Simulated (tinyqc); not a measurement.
G0W0 on RHF in the sto-3g basis, for BeH2, spin multiplicity 1, step by step. One step of it, computed by the program tinyqc.

Problem. Screening: direct RPA. With D = e_a - e_i and K = (ia|jb): diagonalise D^(1/2) (D + 4K) D^(1/2) = Z w^2 Z^T; X + Y = D^(1/2) Z w^(-1/2), each column of Z with its largest component positive (the first on a tie); E_c = (sum w - tr (D + 2K)) / 2.

orbital energies (hartree): [-4.538635, -0.405727, -0.358813, 0.209250, 0.213221, 0.328893, 0.638151]

Two-electron integrals over orbitals (pq|rs), unique and non-zero (hartree):
```
(11|11) 2.272133    (21|11) -0.183508   (21|21) 0.023019    (22|11) 0.450533
(22|21) -0.005047   (22|22) 0.379999    (31|11) -0.024195   (31|21) 0.002352
(31|22) -0.003633   (31|31) 0.005154    (32|11) 0.001979    (32|21) -0.001822
(32|22) -0.044308   (32|31) 0.009686    (32|32) 0.144761    (33|11) 0.407554
(33|21) -0.002652   (33|22) 0.366201    (33|31) 0.002247    (33|32) 0.036044
(33|33) 0.410665    (41|11) 0.043079    (41|21) -0.005130   (41|22) 0.002524
(41|31) -0.000726   (41|32) 0.000037    (41|33) 0.001343    (41|41) 0.016306
(42|11) -0.024974   (42|21) 0.001438    (42|22) 0.007141    (42|31) 0.000160
(42|32) -0.002319   (42|33) 0.009274    (42|41) 0.013860    (42|42) 0.047330
(43|11) -0.004809   (43|21) 0.000236    (43|22) -0.003671   (43|31) -0.000155
(43|32) 0.015259    (43|33) 0.005626    (43|41) 0.001861    (43|42) 0.004470
(43|43) 0.014948    (44|11) 0.564839    (44|21) -0.007170   (44|22) 0.347947
(44|31) -0.000897   (44|32) 0.000649    (44|33) 0.327895    (44|41) -0.005266
(44|42) -0.030111   (44|43) -0.005038   (44|44) 0.451214    (51|51) 0.015736
(52|51) 0.014744    (52|52) 0.046449    (53|51) 0.001982    (53|52) 0.004500
(53|53) 0.012377    (54|51) -0.003512   (54|52) -0.009497   (54|53) -0.001378
(54|54) 0.025598    (55|11) 0.569187    (55|21) -0.007030   (55|22) 0.349243
(55|31) -0.000899   (55|32) 0.000557    (55|33) 0.327411    (55|41) 0.001421
(55|42) -0.012536   (55|43) -0.002530   (55|44) 0.399492    (55|55) 0.449859
(61|11) -0.187927   (61|21) 0.023911    (61|22) -0.005594   (61|31) 0.003588
(61|32) 0.000488    (61|33) -0.002321   (61|41) -0.002343   (61|42) 0.004119
(61|43) 0.000557    (61|44) -0.007196   (61|55) -0.005685   (61|61) 0.025774
(62|11) 0.137585    (62|21) -0.005616   (62|22) -0.014069   (62|31) -0.000345
(62|32) 0.013574    (62|33) -0.035113   (62|41) 0.004092    (62|42) -0.005918
(62|43) -0.000174   (62|44) 0.062699    (62|55) 0.069320    (62|61) -0.004356
(62|62) 0.082122    (63|11) 0.029309    (63|21) -0.000914   (63|22) 0.024240
(63|31) -0.000107   (63|32) -0.085795   (63|33) -0.029575   (63|41) 0.000580
(63|42) -0.000280   (63|43) -0.014060   (63|44) 0.014105    (63|55) 0.015356
(63|61) -0.000767   (63|62) 0.007224    (63|63) 0.089070    (64|11) 0.022578
(64|21) 0.000235    (64|22) 0.001335    (64|31) -0.000110   (64|32) -0.001215
(64|33) -0.006768   (64|41) 0.014113    (64|42) 0.037505    (64|43) 0.005440
(64|44) 0.000120    (64|55) 0.010099    (64|61) 0.003224    (64|62) 0.024494
(64|63) 0.005669    (64|64) 0.044030    (65|51) 0.015630    (65|52) 0.044675
(65|53) 0.006793    (65|54) -0.005584   (65|65) 0.047083    (66|11) 0.457066
(66|21) -0.006487   (66|22) 0.367483    (66|31) -4.31e-07   (66|32) 0.010368
(66|33) 0.383232    (66|41) 0.008256    (66|42) 0.023913    (66|43) 0.004945
(66|44) 0.342458    (66|55) 0.348739    (66|61) -0.004705   (66|62) -0.017725
(66|63) -0.011082   (66|64) 0.013732    (66|66) 0.395307    (71|11) -0.010298
(71|21) 0.002610    (71|22) 0.004461    (71|31) -0.008832   (71|32) -0.016016
(71|33) -0.004397   (71|41) -0.000132   (71|42) 0.000145    (71|43) 0.000540
(71|44) -0.000320   (71|55) -0.000238   (71|61) 0.000617    (71|62) -0.000754
(71|63) -0.000740   (71|64) 0.000358    (71|66) -0.001739   (71|71) 0.017248
(72|11) 0.026658    (72|21) -0.000191   (72|22) -0.011499   (72|31) -0.004701
(72|32) 0.037190    (72|33) 0.005153    (72|41) 0.000203    (72|42) -0.004196
(72|43) 0.011878    (72|44) 0.012060    (72|55) 0.012493    (72|61) -0.001140
(72|62) 0.019938    (72|63) -0.059030   (72|64) 0.002369    (72|66) 0.000074
(72|71) 0.008373    (72|72) 0.059964    (73|11) -0.149514   (73|21) 0.003804
(73|22) -0.001932   (73|31) -0.000327   (73|32) -0.002323   (73|33) 0.017569
(73|41) -0.000217   (73|42) 0.016460    (73|43) 0.003837    (73|44) -0.069962
(73|55) -0.071884   (73|61) 0.003411    (73|62) -0.075803   (73|63) -0.019789
(73|64) -0.013777   (73|66) 0.017742    (73|71) 0.001548    (73|72) -0.010558
(73|73) 0.086472    (74|11) 0.000571    (74|21) -0.000301   (74|22) -0.007464
(74|31) 0.002215    (74|32) 0.026380    (74|33) 0.007299    (74|41) 0.000838
(74|42) 0.003783    (74|43) -0.009559   (74|44) -0.000585   (74|55) 0.000060
(74|61) 0.000388    (74|62) 0.003105    (74|63) -0.017641   (74|64) 0.001175
(74|66) 0.003160    (74|71) -0.003860   (74|72) 0.005901    (74|73) -0.000574
(74|74) 0.021999    (75|51) 0.000928    (75|52) 0.004436    (75|53) -0.012549
(75|54) -0.000384   (75|65) 0.001785    (75|75) 0.017118    (76|11) -0.001382
(76|21) 0.001288    (76|22) 0.037130    (76|31) -0.009001   (76|32) -0.129597
(76|33) -0.036628   (76|41) 0.000397    (76|42) 0.003132    (76|43) -0.017043
(76|44) -0.000127   (76|55) 0.000465    (76|61) -0.000738   (76|62) -0.010165
(76|63) 0.086374    (76|64) 0.002641    (76|66) -0.011935   (76|71) 0.015226
(76|72) -0.044673   (76|73) 0.000393    (76|74) -0.022986   (76|76) 0.128847
(77|11) 0.535547    (77|21) -0.006911   (77|22) 0.396069    (77|31) -0.001804
(77|32) -0.017011   (77|33) 0.401841    (77|41) 0.001400    (77|42) 0.002025
(77|43) -0.001817   (77|44) 0.374012    (77|55) 0.373087    (77|61) -0.007058
(77|62) -0.015125   (77|63) 0.009449    (77|64) -0.004519   (77|66) 0.399367
(77|71) 0.001054    (77|72) -0.006335   (77|73) -0.007256   (77|74) -0.002653
(77|76) 0.012665    (77|77) 0.444370
```

Give: D^(1/2) (D + 4K) D^(1/2); excitation energies w; X + Y; RPA correlation energy.

Solution.

D^(1/2) (D + 4K) D^(1/2) (hartree^2), order 1>4, 1>5, 1>6, 1>7, 2>4, 2>5, 2>6, 2>7, 3>4, 3>5, 3>6, 3>7:
```
[[22.8521, 0.0000, -0.0450, -0.0026, 0.0947, 0.0000, 0.0306, 0.0018, 0.0122, 0.0000, 0.0042, -0.0019],
 [0.0000, 22.8792, 0.0000, 0.0000, 0.0000, 0.1011, 0.0000, 0.0000, 0.0000, 0.0131, 0.0000, 0.0000],
 [-0.0450, 0.0000, 24.1947, 0.0124, 0.0285, 0.0000, -0.0329, -0.0103, 0.0037, 0.0000, -0.0056, 0.0301],
 [-0.0026, 0.0000, 0.0124, 27.1563, 0.0010, 0.0000, -0.0059, 0.0779, 0.0037, 0.0000, -0.0056, 0.0141],
 [0.0947, 0.0000, 0.0285, 0.0010, 0.4946, 0.0000, -0.0159, -0.0134, 0.0106, 0.0000, -0.0007, 0.0516],
 [0.0000, 0.1011, 0.0000, 0.0000, 0.0000, 0.4981, 0.0000, 0.0000, 0.0000, 0.0107, 0.0000, 0.0000],
 [0.0306, 0.0000, -0.0329, -0.0059, -0.0159, 0.0000, 0.7810, 0.0698, -0.0004, 0.0000, 0.0205, -0.2595],
 [0.0018, 0.0000, -0.0103, 0.0779, -0.0134, 0.0000, 0.0698, 1.3401, 0.0366, 0.0000, -0.2001, -0.0431],
 [0.0122, 0.0000, 0.0037, 0.0037, 0.0106, 0.0000, -0.0004, 0.0366, 0.3567, 0.0000, -0.0352, 0.0116],
 [0.0000, 0.0131, 0.0000, 0.0000, 0.0000, 0.0107, 0.0000, 0.0000, 0.0000, 0.3555, 0.0000, 0.0000],
 [0.0042, 0.0000, -0.0056, -0.0056, -0.0007, 0.0000, 0.0205, -0.2001, -0.0352, 0.0000, 0.7180, -0.0655],
 [-0.0019, 0.0000, 0.0301, 0.0141, 0.0516, 0.0000, -0.2595, -0.0431, 0.0116, 0.0000, -0.0655, 1.3388]]
```

excitation energies w (hartree): [0.5934, 0.5956, 0.7012, 0.7060, 0.8053, 0.8240, 1.1742, 1.2159, 4.7803, 4.7833, 4.9190, 5.2112]

X + Y, order 1>4, 1>5, 1>6, 1>7, 2>4, 2>5, 2>6, 2>7, 3>4, 3>5, 3>6, 3>7:
```
[[-0.0007, 0.0000, -0.0111, 0.0000, 0.0008, -0.0032, 0.0002, 0.0007, 0.9960, 0.0000, -0.0329, -0.0006],
 [0.0000, -0.0007, 0.0000, -0.0118, 0.0000, 0.0000, 0.0000, 0.0000, 0.0000, 0.9967, 0.0000, 0.0000],
 [-0.0002, 0.0000, -0.0030, 0.0000, -0.0002, 0.0019, -0.0012, -0.0036, 0.0338, 0.0000, 0.9942, 0.0040],
 [-0.0002, 0.0000, -0.0001, 0.0000, -0.0018, -0.0001, -0.0059, 0.0022, 0.0005, 0.0000, -0.0043, 0.9967],
 [-0.0753, 0.0000, 0.9321, 0.0000, -0.0063, 0.0211, 0.0139, 0.0381, 0.0015, 0.0000, 0.0004, 0.0000],
 [0.0000, -0.0758, 0.0000, 0.9337, 0.0000, 0.0000, 0.0000, 0.0000, 0.0000, 0.0016, 0.0000, 0.0000],
 [-0.0056, 0.0000, -0.0032, 0.0000, -0.3240, 0.8182, -0.1011, -0.2666, 0.0005, 0.0000, -0.0006, -0.0001],
 [-0.0275, 0.0000, 0.0140, 0.0000, 0.3349, 0.0377, 0.7626, -0.4704, 0.0000, 0.0000, -0.0002, 0.0013],
 [0.9721, 0.0000, 0.0661, 0.0000, -0.0596, -0.0157, 0.0313, -0.0066, 0.0002, 0.0000, 0.0000, 0.0000],
 [0.0000, 0.9773, 0.0000, 0.0669, 0.0000, 0.0000, 0.0000, 0.0000, 0.0000, 0.0002, 0.0000, 0.0000],
 [0.0898, 0.0000, 0.0073, 0.0000, 0.8228, 0.2991, -0.2293, 0.0428, 0.0001, 0.0000, -0.0001, -0.0001],
 [-0.0058, 0.0000, -0.0732, 0.0000, -0.0255, 0.4113, 0.4490, 0.7121, 0.0000, 0.0000, 0.0006, 0.0002]]
```

RPA correlation energy = -0.049811 hartree
